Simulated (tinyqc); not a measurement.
Changing the thickness t: single-domain magnet: Stoner-Wohlfarth switching, Neel-Arrhenius retention, LLG dynamics and spin torque. Computed by tinyqc, a small Python program. Command: `OMP_NUM_THREADS=1 python tinyqc.py 3025577 3025578 out.jsonl macro sweep`. One thread of a shared host (Intel(R) Xeon(R) Processor @ 2.30GHz), about 0.02 s of CPU time with the checks.

The moment is uniform, with unit vector m; z is the easy axis. mu_0 = 1.25663706212e-6 T m/A, gamma = 1.76085963023e11 rad/(s T).

Inputs (values chosen for the exercise, for a model magnet): saturation magnetisation M_s = 1460 kA/m; diameter d = 33 nm; interface anisotropy K_i = 3.42 mJ/m^2; bulk anisotropy K_u = 26 kJ/m^3; exchange stiffness A = 19 pJ/m; temperature T = 398 K; attempt frequency f0 = 10 GHz; waiting time t_w = 3.15e+08 s; damping alpha = 0.068; spin-torque efficiency eta = 0.69; drive I/I_c0 = 1.5.

Shape: thin disc, easy axis normal to it.

Constants: k_B = 1.380649e-23 J/K; e = 1.602176634e-19 C; hbar = 1.054571817e-34 J s.

Method:
- The disc is treated as an oblate spheroid with p = t/d: N_z = [1 - p arccos(p)/sqrt(1 - p^2)]/(1 - p^2); V = pi d^2 t/4; K_eff = K_u + K_i/t + K_shape, K_shape = -(mu_0 M_s^2/4)(3 N_z - 1); mu_0 H_K = 2 K_eff/M_s.
- Delta = K_eff V/(k_B T); tau = exp(Delta)/f0; probability of a flip within t_w: P = 1 - exp(-t_w/tau). Wall width parameter sqrt(A/K_eff); a two-domain state costs 4 sqrt(A K_eff) times the cross-section that the wall cuts (d t).
- For axial symmetry and a polariser along z: I_c0 = (4 e alpha/(hbar eta)) K_eff V; relaxation time tau_D = (1 + alpha^2)/(alpha gamma mu_0 H_K); thermal start angle theta_0 = 1/sqrt(2 Delta); switching time about tau_D ln(pi/(2 theta_0))/(I/I_c0 - 1); precession frequency gamma mu_0 H_K/(2 pi (1 + alpha^2)).

One run for each value; columns: (1) thickness t (nm); (2) K_eff (kJ/m^3); (3) stability factor Delta; (4) anisotropy field mu_0 H_K (T); (5) critical current I_c0 (microampere):
```
(1)     (2)     (3)     (4)     (5)
0.8  3035.9  378.03  4.1587  1244.1
1.0  2198.7  342.24  3.0120  1126.3
1.2  1646.3  307.50  2.2553  1012.0
1.4  1256.5  273.81  1.7213   901.1
1.6   968.2  241.13  1.3264   793.6
1.8   747.6  209.45  1.0241   689.3
2.0   574.2  178.74  0.7865   588.2
2.2   435.0  148.97  0.5960   490.3
2.4   321.6  120.14  0.4406   395.4
```

Over the rows, K_eff (kJ/m^3) falls from 3040 to 322 (exponent d ln y / d ln x -1.4 between the first rows and -3.5 between the last); stability factor Delta falls from 378 to 120 (exponent d ln y / d ln x -0.45 between the first rows and -2.5 between the last); anisotropy field mu_0 H_K (T) falls from 4.16 to 0.441 (exponent d ln y / d ln x -1.4 between the first rows and -3.5 between the last). K_eff t = K_i + (K_u + K_shape) t: the interface term is spread over more volume as t grows.

Caution (all rows): a flat cylinder has a smaller N_z than the spheroid of the same t/d, so K_eff of a real disc is larger.

Extremes, crossings and ranges named in words are read from the listed rows.
